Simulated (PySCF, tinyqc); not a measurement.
Inside a calculation. Method: CIS on RHF in the sto-3g basis, for H3-, spin multiplicity 1. The basis has no diffuse functions, so it cannot describe the extra electron: this is an exercise in the method, not the real anion. The lowest restricted solution is unstable here: a spin-polarised one lies 0.1744 hartree lower (PySCF). One step of it, computed by the program tinyqc.

Question. CIS singlet states. Diagonalise A (1 hartree = 27.211386 eV); each vector has its largest component positive (the first on a tie). The transition dipole is mu = sqrt2 sum c_ia <i|r|a>.

CIS matrix A, singlet (hartree), order 1>3, 2>3:
$$\begin{pmatrix}
0.649197 & -0.085995 \\
-0.085995 & -0.124573
\end{pmatrix}$$

dipole integrals <i|r|a> (bohr), order 1>3, 2>3:
$$\begin{pmatrix}
0.000000 & 0.000000 & -1.106120 \\
0.000000 & 0.000000 & 0.448161
\end{pmatrix}$$

Give: singlet excitation energies; lowest vectors; oscillator strengths 2/3 w |mu|^2.

Answer.

singlet excitation energies (eV): [-3.6467, 17.9225]

lowest vectors, order 1>3, 2>3:
$$\begin{pmatrix}
0.1091 & 0.9940 \\
0.9940 & -0.1091
\end{pmatrix}$$

oscillator strengths 2/3 w |mu|^2: [-0.0188, 1.1582]

A negative triplet energy shows that the restricted solution is unstable towards a spin-polarised one.
